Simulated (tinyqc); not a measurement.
# Free and trapped electrons in a MOS channel with a dense trap tail, step by step

Numbers from tinyqc (`OMP_NUM_THREADS=1 python tinyqc.py 2222010 2222011 out.jsonl`; about 0.02 s on one thread of a shared Intel Xeon 2.30GHz). Printed values are rounded.

p-type body, charge-sheet picture, full ionisation (an idealisation for deep acceptors), Boltzmann statistics for free electrons. e = Ec - EF at the surface. Acceptor-like traps of density D(E) = D0 + De exp(-E/Ew) at depth E below Ec, from 0 to Eu, hold n_t = integral of D(E)/(1 + exp((e - E)/Vt)). psi = Eg - Vt ln(Nv/Na) - e; N_dep = sqrt(2 eps0 eps_r Na (psi - Vt)/q); n_f = sqrt(N_dep^2 + 2 eps0 eps_r Vt Nc exp(-e/Vt)/q) - N_dep; Vg = Vfb + psi + q (N_dep + n_t + n_f)/Cox, Cox = eps0 eox/tox.

Parameters, values chosen for the exercise; band and dielectric values close to those of 4H silicon carbide:

| symbol | value | unit | meaning |
|---|---|---|---|
| T | 300 | K | temperature |
| Eg | 3.22 | eV | band gap |
| eps_r | 9.56 |  | relative permittivity |
| Nc | 1.71e19 | cm^-3 | conduction-band density of states at T |
| Nv | 2.49e19 | cm^-3 | valence-band density of states at T |
| eox | 3.9 |  | relative permittivity of the insulator |
| tox | 73 | nm | insulator thickness |
| Na | 1e17 | cm^-3 | acceptor density |
| Vfb | -2.16 | V | flat-band voltage without trapped charge |
| D0 | 1.2e11 | cm^-2 eV^-1 | constant background density of acceptor-like traps |
| De | 1.2e13 | cm^-2 eV^-1 | density of the tail at the conduction edge |
| Ew | 0.07 | eV | decay energy of the tail |
| Eu | 0.71 | eV | depth below Ec down to which the traps reach |
| mf | 88 | cm^2/(V s) | mobility of free electrons |
| e | 0.092 | eV | Ec - EF at the surface |

Constants: q = 1.602176634e-19 C, kB = 1.380649e-23 J/K, Vt = kB T/q, eps0 = 8.8541878128e-14 F/cm where lengths are in cm. Results are converted to the units shown.

## Trapped charge

Trapezoid rule on 15 equal steps from 0 to Eu, f = 1/(1 + exp((e - E)/Vt)).

```
point     E (eV)  D(E) f (cm^-2 eV^-1)
0              0            3.35565e11
1      0.0473333            9.38813e11
2      0.0946667            1.69480e12
3          0.142            1.48379e12
4       0.189333            9.01744e11
5       0.236667            5.26227e11
6          0.284            3.27386e11
7       0.331333            2.25544e11
8       0.378667            1.73683e11
9          0.426            1.47301e11
10      0.473333            1.33884e11
11      0.520667            1.27061e11
12         0.568            1.23591e11
13      0.615333            1.21826e11
14      0.662667            1.20929e11
15          0.71            1.20472e11
```

n_t = 3.44331e11 cm^-2

With 1600 steps n_t = 3.458e11 cm^-2; the coarse value is 0.41 % below it.

## Charges and gate voltage

psi, N_dep, n_f and Vg as defined, with the n_t given; free share n_f/(n_f + n_t); apparent mobility mf n_f/(n_f + n_t); gate voltage spent on traps q n_t/Cox.

psi = 2.98536 V
N_dep = 1.76837e12 cm^-2
n_f = 3.72165e10 cm^-2
Vg = 8.10721 V
free share = 9.75410 %
apparent mobility = 8.58361 cm^2/(V s)
gate voltage spent on traps = 1.16626 V
